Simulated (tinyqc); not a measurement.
## Dopant mobility from one pulse

Problem. With linear drift and no window, R = Ron x + Roff (1 - x), dx/dt = k i, k = mv Ron/D^2, and so R^2 = R0^2 - 2 k (Roff - Ron) phi after the flux phi. Find x0, k, mv and the charge passed.

Values chosen for this exercise: resistance of the fully doped film Ron = 200 ohm; resistance of the undoped film Roff = 40000 ohm; film thickness D = 5 nm.

R before and after a pulse of flux 0.042 V s (ohm): [23682.000, 16328.978]

Answer. R^2 is linear in the flux and R is linear in the charge.

x0 = 0.4100
k = 8.800e4 1/C
mv = 1.100e-14 m^2/(V s)
charge = 2.099 uC

tinyqc, about 0.2 s, one thread, Intel Xeon 2.30GHz (shared host): `OMP_NUM_THREADS=1 python tinyqc.py 2880151 2880152 out.jsonl`
